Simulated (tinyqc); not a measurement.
Inside a calculation. Model: longitudinal sound in a periodic multilayer: transfer matrices, stop bands and folded phonons. Computed by tinyqc, a small Python program that keeps every step. Command: `OMP_NUM_THREADS=1 python tinyqc.py 3017227 3017228 out.jsonl multilayer walk`. One thread of a shared host (Intel(R) Xeon(R) Processor @ 2.30GHz), about 0.01 s of CPU time with the checks. Intermediate numbers are printed to about 5 digits and carried at full precision; extremes and crossings named in words are read from the listed rows.

Layers 1 and 2 repeat with period d = d_1 + d_2; waves travel normal to the layers, without loss. State vector (u, s): displacement u and stress divided by omega. Impedances Z = rho v are in 1e6 kg/(m^2 s).

Inputs (values chosen for the exercise, modelled on silica (layer 1), platinum (layer 2) and gallium arsenide (substrate)):

| quantity | value | unit |
|---|---|---|
| density rho_1 | 2.17 | g/cm^3 |
| velocity v_1 | 6000 | m/s |
| thickness d_1 | 165 | nm |
| density rho_2 | 21.4 | g/cm^3 |
| velocity v_2 | 4050 | m/s |
| thickness d_2 | 113 | nm |
| substrate density | 5.37 | g/cm^3 |
| substrate velocity | 4760 | m/s |
| periods N | 3 | - |
| frequency f | 15.2 | GHz |

## Impedances, mean velocity and Bragg frequency

Z = rho v; interface reflection r = (Z_2 - Z_1)/(Z_2 + Z_1) (stress amplitude, from 1 into 2); Bragg frequency f_B = 1/[2 (d_1/v_1 + d_2/v_2)]; long-wave velocity v_eff = d/sqrt[(d_1/v_1)^2 + (d_2/v_2)^2 + (Z_1/Z_2 + Z_2/Z_1)(d_1/v_1)(d_2/v_2)].

Z_1 = 13.02

Z_2 = 86.67

Z of the substrate = 25.5612

interface reflection r = 0.73879

Bragg frequency f_B = 9.0251 GHz

long-wave velocity v_eff = 3381.8 m/s

## Transfer matrix of one period

A layer maps (u, s) by [[cos p, sin p/Z], [-Z sin p, cos p]], p = 2 pi f d_i/v_i; one period is M = M_2 M_1, and cos(q d) = trace(M)/2.

phase p_1 = 2.6264 rad

phase p_2 = 2.6647 rad

M:
```
         1          2
1  0.73911  -0.038230
2   40.319   -0.73249
```

trace(M)/2 = 0.0033106

|trace/2| < 1: f lies in a pass band, with q d = 1.5675 rad (folded into 0 to pi).

## Transmission through N periods

For N periods A = M^N. A wave comes from a thick layer of material 1 and leaves into the substrate (Z_s): transmitted power T = 4 Z_1 Z_s/|Z_1 A_22 + Z_s A_11 - i (Z_1 Z_s A_12 - A_21)|^2, reflected power R = 1 - T.

A = M^N:
```
          1         2
1  -0.74570  0.038228
2   -40.317   0.72584
```

transmitted power T = 0.45816

T in decibel = -3.3898 dB

## The first stop band

Gap m contains m f_B; its edges, where trace(M)/2 = (-1)^m, are found by root search. Weak-contrast estimate of the width: (4 f_B/pi) |r sin(m pi a)|, a = (d_1/v_1)/(d_1/v_1 + d_2/v_2).

lower edge = 4.2490 GHz

upper edge = 13.800 GHz

width/f_B = 105.83 %

transmitted power at f_B = 9.0298e-05

## The first four gaps

The formulas are those given above.

Stop bands (GHz):

| m | lower edge | upper edge | width | weak-contrast estimate |
|---|---|---|---|---|
| 1 | 4.249 | 13.800 | 9.5512 | 8.4889 |
| 2 | 17.954 | 18.147 | 0.1932 | 0.1931 |
| 3 | 22.302 | 31.846 | 9.5447 | 8.4846 |
| 4 | 35.908 | 36.294 | 0.3863 | 0.3862 |

With a = 0.496, gap 1 is the widest and gap 2 the narrowest: the layers are near a quarter wave each at f_B, so the even gaps almost close. The weak-contrast estimate misses the first width by -11.1 % at |r| = 0.74. Odd gaps open at the edge of the folded zone (q = pi/d), even ones at its centre.

## Mirror strength against the number of periods

The formulas are those given above.

Transmitted power:

| N | T at f_B | T at f_B (dB) | T at f |
|---|---|---|---|
| 1 | 0.16252 | -7.8909 | 0.45889 |
| 2 | 0.0039927 | -23.987 | 0.89714 |
| 3 | 9.0298e-05 | -40.443 | 0.45816 |
| 4 | 2.0383e-06 | -56.907 | 0.89989 |
| 6 | 1.0385e-09 | -89.836 | 0.90257 |
| 8 | 5.2910e-13 | -122.76 | 0.90520 |
| 12 | 1.3734e-19 | -188.62 | 0.91026 |
| 16 | 3.5651e-26 | -254.48 | 0.91505 |
| 24 | 2.4022e-39 | -386.19 | 0.92379 |

At f_B each further period removes 16.46 dB at large N, which is 20 log10 of the impedance ratio, 16.47 dB, as for a quarter-wave stack; 99 % reflection needs N = 2 among these rows. At f, in a pass band, T does not decay with N. Values below about 1e-6 belong to the ideal stack: roughness and scattering into other modes, left out here, set a floor in a real one.

Checks made by the program: trace against Rytov's formula cos p_1 cos p_2 - (1/2)(Z_1/Z_2 + Z_2/Z_1) sin p_1 sin p_2 (relative difference below 1e-10).
